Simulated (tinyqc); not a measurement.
# Octagonal on-chip spiral inductor, lumped pi model: two studies

Outer diameter do = di + 2 n wd + 2 (n - 1) sp, mean da = (do + di)/2, fill p = (do - di)/(do + di), length l = 3.314 n da. L = 2.25 mu0 n^2 da/(1 + 3.55 p), mu0 = 4 pi 1e-7 H/m. Rs = rho l/(wd delta (1 - exp(-th/delta))), delta = sqrt(rho/(pi f mu0)). Cs = n wd^2 eps0 eo/hu across the coil. At each end Cox = l wd eps0 eo/(2 ho) leads to the substrate branch Rsi = 2 rs he/(l wd) in parallel with Csi = l wd eps0 11.7/(2 he). With one end grounded Y = 1/(Rs + i w L) + i w Cs + 1/[1/(i w Cox) + 1/(1/Rsi + i w Csi)], w = 2 pi f; Q = -Im Y/Re Y. Eddy currents in neighbouring turns and in the substrate are left out.

Parameters, values chosen for the exercise; values of the order met in silicon radio-frequency processes:
```
symbol  value     unit                                     meaning
n         4.5                                      number of turns
wd          8       um                                  line width
sp        1.5       um                         space between turns
di        140       um                              inner diameter
th        0.9       um                             metal thickness
rho       2.2  uohm cm                           metal resistivity
ho        5.1       um                        oxide below the coil
hu        1.1       um            oxide between coil and underpass
eo        4.1                   relative permittivity of the oxide
rs          1   ohm cm                       substrate resistivity
he         50       um  effective spreading depth in the substrate
f        0.89      GHz                                   frequency
```

Constants: eps0 = 8.8541878128e-12 F/m. Results are converted to the units shown.

Each table varies one quantity; the others keep the values above.

## Quality factor against frequency

Apparent inductance Im(1/Y)/w; share of the loss Re(substrate branch)/Re Y.

Result of one run:

| f (GHz) | Rs (ohm) | w L/Rs | Q | apparent inductance (nH) | loss in the substrate (%) |
|---|---|---|---|---|---|
| 0.12 | 8.8165 | 0.49088 | 0.49017 | 5.7349 | 1.7036e-4 |

What becomes of these results when the frequency f is changed from 0.12 to 1.4 GHz, all else the same?

Result of the changed run:

| f (GHz) | Rs (ohm) | w L/Rs | Q | apparent inductance (nH) | loss in the substrate (%) |
|---|---|---|---|---|---|
| 1.4 | 10.262 | 4.9205 | 4.6982 | 5.9560 | 0.54443 |

The whole series:

| f (GHz) | Rs (ohm) | w L/Rs | Q | apparent inductance (nH) | loss in the substrate (%) |
|---|---|---|---|---|---|
| 0.12 | 8.8165 | 0.49088 | 0.49017 | 5.7349 | 1.7036e-4 |
| 0.2 | 8.9832 | 0.80296 | 0.80135 | 5.7375 | 6.3904e-4 |
| 0.32 | 9.1817 | 1.2570 | 1.2528 | 5.7441 | 0.0026227 |
| 0.53 | 9.4582 | 2.0210 | 2.0068 | 5.7636 | 0.014601 |
| 0.86 | 9.8050 | 3.1633 | 3.1102 | 5.8148 | 0.086182 |
| 1.4 | 10.262 | 4.9205 | 4.6982 | 5.9560 | 0.54443 |
| 2.3 | 10.876 | 7.6272 | 6.5842 | 6.3774 | 3.5356 |
| 3.8 | 11.705 | 11.709 | 6.7226 | 7.8857 | 19.961 |
| 6.2 | 12.790 | 17.482 | 1.7657 | 16.736 | 61.234 |

Q goes from 0.490 through a maximum of 6.72 (at f = 3.8 GHz among the rows listed) to 1.77; the exact peak is 7.17 at 3.10 GHz and Q reaches zero at the self-resonance, 7.24 GHz. The share of the substrate rises from 1.70e-4 to 61.2 %, and the apparent inductance ends at 2.92 times L. At the peak the substrate takes 10.3 % of the loss.

## Effect of the line width

Same model as above.

Peak Q and its frequency from a search over f; self-resonance where Im Y = 0; Q at the given f (negative beyond resonance).

Results:

| wd (um) | L (nH) | do (um) | peak Q | f of the peak (GHz) | self-resonance (GHz) | Q at f |
|---|---|---|---|---|---|---|
| 2 | 6.651 | 168.5 | 4.339 | 6.099 | 16.03 | 1.104 |
| 4 | 6.208 | 186.5 | 5.796 | 4.363 | 10.83 | 1.941 |
| 6 | 5.924 | 204.5 | 6.634 | 3.580 | 8.593 | 2.623 |
| 9 | 5.674 | 231.5 | 7.370 | 2.913 | 6.732 | 3.470 |
| 18 | 5.505 | 312.5 | 8.176 | 1.953 | 4.188 | 5.355 |
| 25 | 5.629 | 375.5 | 8.288 | 1.562 | 3.222 | 6.430 |

Estimate the missing row, wd = 13 um.

Computed row:

| wd (um) | L (nH) | do (um) | peak Q | f of the peak (GHz) | self-resonance (GHz) | Q at f |
|---|---|---|---|---|---|---|
| 13 | 5.527 | 267.5 | 7.885 | 2.380 | 5.294 | 4.397 |

With this row back in the table: As wd goes from 2 to 25, L goes from 6.65 through a minimum of 5.50 (at wd = 18 among the rows listed) to 5.63 nH, the peak Q rises from 4.34 to 8.29, its frequency falls from 6.10 to 1.56 GHz and the self-resonance falls from 16.0 to 3.22 GHz.

Numbers from tinyqc (`OMP_NUM_THREADS=1 python tinyqc.py 2302135 2302136 out.jsonl`; about 0.01 s on one thread of a shared Intel Xeon 2.30GHz).
